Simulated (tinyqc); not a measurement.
Shockley-Read-Hall recombination through one deep level: sweeps and comparisons. A value that a table varies takes the place of the one given here.

One level at Et with degeneracy 1: tn = 1/(sn vth Nt), tp = 1/(sp_ vth Nt), n1 = Nc exp((Et - Eg)/kT), p1 = Nv exp(-Et/kT), ni^2 = n1 p1. Equilibrium n0 = Nm, p0 = ni^2/Nm; n = n0 + dn, p = p0 + dn. U = (n p - ni^2)/(tp (n + n1) + tn (p + p1)), lifetime dn/U; emission rates en = sn vth n1, ep = sp_ vth p1.

Constants: kB = 8.617333262e-05 eV/K.

Inputs chosen for the exercise (gap and densities of states near those of Si at this temperature; not measured data):

| symbol | value | unit | meaning |
|---|---|---|---|
| E1 | 0.886 | eV | level (+1/0) above Ev |
| E2 | 0.785 | eV | level (0/-1) above Ev |
| gm | 2 |  | degeneracy of the middle state, the others 1 |
| T | 300 | K |  |
| Eg | 1.14 | eV | gap |
| Nc | 2.86e+19 | 1/cm^3 | conduction-band density of states |
| Nv | 1.08e+19 | 1/cm^3 | valence-band density of states |
| Nd | 4.5e+15 | 1/cm^3 | ionised shallow donors minus acceptors |
| Et | 0.785 | eV | recombination level above Ev |
| Nt | 3.2e+15 | 1/cm^3 | defects |
| sn | 3.1e-14 | cm^2 | electron capture cross-section |
| sp_ | 4.1e-16 | cm^2 | hole capture cross-section |
| vth | 23000000 | cm/s | thermal velocity, both carriers |
| Nm | 7.2e+16 | 1/cm^3 | equilibrium electrons for the lifetime steps |
| dn | 3.7e+14 | 1/cm^3 | excess pairs |

## Charge state against the Fermi level (deep level with several charge states)

Energies from Ev. The defect has charge states +1, 0, -1 with weights 1, gm exp((EF - E1)/kT), exp((2 EF - E1 - E2)/kT); the shares are the weights over their sum. Boltzmann carriers: n = Nc exp((EF - Eg)/kT), p = Nv exp(-EF/kT). Neutrality: p - n + Nd + Nt <q> = 0.

Shares:

| EF (eV) | +1 | 0 | -1 | <q> |
|---|---|---|---|---|
| 0.068 | 1.000 | 0.000 | 0.000 | 1.000 |
| 0.160 | 1.000 | 0.000 | 0.000 | 1.000 |
| 0.251 | 1.000 | 0.000 | 0.000 | 1.000 |
| 0.342 | 1.000 | 0.000 | 0.000 | 1.000 |
| 0.433 | 1.000 | 0.000 | 0.000 | 1.000 |
| 0.524 | 1.000 | 0.000 | 0.000 | 1.000 |
| 0.616 | 1.000 | 0.000 | 0.000 | 1.000 |
| 0.707 | 0.998 | 0.002 | 0.000 | 0.998 |
| 0.798 | 0.892 | 0.059 | 0.049 | 0.843 |
| 0.889 | 0.015 | 0.034 | 0.951 | -0.936 |
| 0.980 | 0.000 | 0.001 | 0.999 | -0.999 |
| 1.072 | 0.000 | 0.000 | 1.000 | -1.000 |

E2 lies below E1 (negative U = -0.101 eV), so the charge goes from +1 to -1 near (E1 + E2)/2 = 0.836 eV, two electrons at once; the middle state never exceeds a share of 0.124.

## Defects against doping (deep level with several charge states)

Nt takes the listed multiples of |Nd|; the resistivity uses mobilities of 1000 (electrons) and 300 (holes) cm^2/(V s), chosen for the exercise, and e = 1.602176634e-19 C.

Neutral state:

| Nt/\|Nd\| | EF (eV) | n (1/cm^3) | p (1/cm^3) | rho (ohm cm) |
|---|---|---|---|---|
| 0.01 | 0.9134 | 4.46e+15 | 4.89e+03 | 1.40 |
| 0.10 | 0.9109 | 4.06e+15 | 5.37e+03 | 1.54 |
| 0.30 | 0.9047 | 3.19e+15 | 6.84e+03 | 1.96 |
| 0.60 | 0.8920 | 1.95e+15 | 1.12e+04 | 3.20 |
| 0.90 | 0.8751 | 1.02e+15 | 2.15e+04 | 6.15 |
| 1.10 | 0.8659 | 7.11e+14 | 3.07e+04 | 8.77 |
| 1.50 | 0.8559 | 4.83e+14 | 4.51e+04 | 12.9 |
| 3.00 | 0.8450 | 3.16e+14 | 6.89e+04 | 19.7 |
| 10.00 | 0.8383 | 2.44e+14 | 8.92e+04 | 25.5 |

EF goes from 0.913 to 0.838 eV and the resistivity from 1.4 to 25.5 ohm cm, with a largest value of 25.5. The largest move of EF, -0.017 eV, comes between Nt/|Nd| = 0.6 and 0.9; the levels lie at 0.886 and 0.785 eV. A defect can take up to one carrier of either sign, so the doping can be cancelled no earlier than Nt = |Nd|, there only if EF lies well beyond the level that takes the carriers and otherwise at larger Nt (mean charge -0.09 in the last row).

## Lifetime against injection

Recombination:

| dn (1/cm^3) | lifetime (microsecond) | U (1/(cm^3 s)) |
|---|---|---|
| 1.0e+11 | 0.03315 | 3.02e+18 |
| 1.0e+12 | 0.03315 | 3.02e+19 |
| 1.0e+13 | 0.03315 | 3.02e+20 |
| 1.0e+14 | 0.03315 | 3.02e+21 |
| 1.0e+15 | 0.03316 | 3.02e+22 |
| 1.0e+16 | 0.03320 | 3.01e+23 |
| 1.0e+17 | 0.03340 | 2.99e+24 |
| 1.0e+18 | 0.03355 | 2.98e+25 |

The lifetime hardly moves, from 0.03315 to 0.03355 microsecond; tn + tp = 0.03358. At low injection it is tp (1 + n1/n0) + tn p1/n0 with n1/Nm = 0.00043 and p1/Nm = 9.7e-12: re-emission is negligible, so minority capture alone counts. Auger and radiative paths are left out; they cut in at the highest injections, and in a doped direct-gap crystal the radiative one counts at all injections. dn = dp neglects trapped charge, which matters where the traps hold a charge comparable with dn, at low injection and with very unequal cross sections.

## Where a level does most harm

Et takes the values listed; G = Nt en ep/(en + ep) in a depleted region; the lifetime is for dn = 1e11 1/cm^3.

Results:

| Et (eV) | lifetime (microsecond) | G (1/(cm^3 s)) |
|---|---|---|
| 0.068 | 0.0379 | 6.39e+10 |
| 0.160 | 0.0333 | 2.25e+12 |
| 0.251 | 0.0331 | 7.59e+13 |
| 0.342 | 0.0331 | 2.56e+15 |
| 0.433 | 0.0331 | 8.62e+16 |
| 0.524 | 0.0331 | 4.37e+17 |
| 0.616 | 0.0331 | 1.46e+16 |
| 0.707 | 0.0331 | 4.33e+14 |
| 0.798 | 0.0332 | 1.28e+13 |
| 0.889 | 0.0339 | 3.79e+11 |
| 0.980 | 0.0601 | 1.12e+10 |
| 1.072 | 0.982 | 3.19e+08 |

Generation peaks where en = ep, at Eg/2 + (kT/2) ln(sp_ Nv/(sn Nc)) = 0.501 eV; the largest value listed is at 0.524 eV, and G falls by a decade for each 0.060 eV away from the peak. The lifetime is within a factor 2 of its minimum, 0.0331 microsecond, from 0.068 to 0.980 eV: recombination tolerates a wide range of Et, generation a narrow one.

## What moves lifetime and leakage

G = Nt en ep/(en + ep). Each row changes one parameter from the base and keeps the others.

Results:

| case | lifetime (microsecond) | G (1/(cm^3 s)) |
|---|---|---|
| base | 0.03316 | 2.12e+13 |
| Et = 0.825 eV | 0.03321 | 4.51e+12 |
| sn = 6.2e-14 cm^2 | 0.03315 | 2.12e+13 |
| sp_ = 8.2e-16 cm^2 | 0.01658 | 4.23e+13 |
| Nt = 1.6e+15 1/cm^3 | 0.06631 | 1.06e+13 |
| Nm = 2.16e+17 1/cm^3 | 0.03314 | 2.12e+13 |
| dn = 1.11e+15 1/cm^3 | 0.03316 | 2.12e+13 |

The largest shifts from the base row, up to three for each result and ties (the steps differ in size, so this ranks the rows, not the parameters). lifetime (microsecond): Nt +0.0332, sp_ -0.0166, Et +5.27e-05; unchanged at the printed digits by dn. G (1/(cm^3 s)): sp_ +2.12e+13, Et -1.67e+13, Nt -1.06e+13; unchanged at the printed digits by sn, Nm and dn.

Computed by tinyqc, a small Python program: `OMP_NUM_THREADS=1 python tinyqc.py 1681127 1681128 out.jsonl` (the numbers bound the seed that draws the inputs); one thread of a shared host (Intel(R) Xeon(R) Processor @ 2.30GHz), about 0.01 s for the whole set of steps.
